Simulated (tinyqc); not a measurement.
Active against total: solid solubility of a dopant against its melt (retrograde solidus), clustering and the electrically active fraction. Computed by tinyqc, a small Python program. Command: `OMP_NUM_THREADS=1 python tinyqc.py 3027868 3027869 out.jsonl retro walk`. One thread of a shared host (Intel(R) Xeon(R) Processor @ 2.30GHz), about 0.01 s of CPU time with the checks.

Inputs (values chosen for the exercise, of the order of those of gallium in silicon for the solubility): atoms per cluster m = 3; cluster scale N* at 1273 K = 5e+20 1/cm^3; activation energy E_b of the cluster scale = 0.38 eV; anneal temperature T_a = 1150 K; prefactor of n_i = 3.9e+16 1/(cm^3 K^1.5); energy E_i in n_i = 0.604 eV.

Clustering: clusters that take up free electrons.

Constants: k_B = 8.617333262e-05 eV/K.

Method. A highly soluble donor (another dopant than that of the solidus) is limited by clustering. Donors N_a are active, and clusters hold m atoms each: N_t = N_a + m C, m C = N* (N_a/N*)^m (n/N*)^m, each atom taking one electron, n = N_a/2 + sqrt(N_a^2/4 + n_i^2), n_i = prefactor x T^1.5 exp(-E_i/(k_B T)), with N*(T) = N*(1273 K) exp[-(E_b/k_B)(1/T - 1/1273)].

Active density (1/cm^3):
```
N_t (1/cm^3)  N_a at T_a  fraction  N_a at T_a + 150 K  N_a at T_a - 150 K
1.00e+19      1.0000e+19   1.00000          1.0000e+19          1.0000e+19
3.00e+19      3.0000e+19   0.99999          3.0000e+19          2.9997e+19
1.00e+20      9.9798e+19   0.99798          9.9977e+19          9.6986e+19
2.00e+20      1.9030e+20   0.95150          1.9862e+20          1.5320e+20
5.00e+20      3.1194e+20   0.62389          4.0350e+20          2.0788e+20
1.00e+21      3.8052e+20   0.38052          5.2610e+20          2.4360e+20
2.00e+21      4.4367e+20   0.22183          6.2810e+20          2.7936e+20
5.00e+21      5.2899e+20   0.10580          7.5813e+20          3.2994e+20
```

The exponent d ln N_a/d ln N_t falls from 1.00 to 0.19, towards 1/(2m) = 0.167. At the highest dose a 150 K hotter anneal gives 1.43 times the active density, and a later step 150 K cooler would cut it to 0.62 if it ran to equilibrium: short hot anneals come last.

Extremes, crossings and ranges named in words are read from the listed rows.
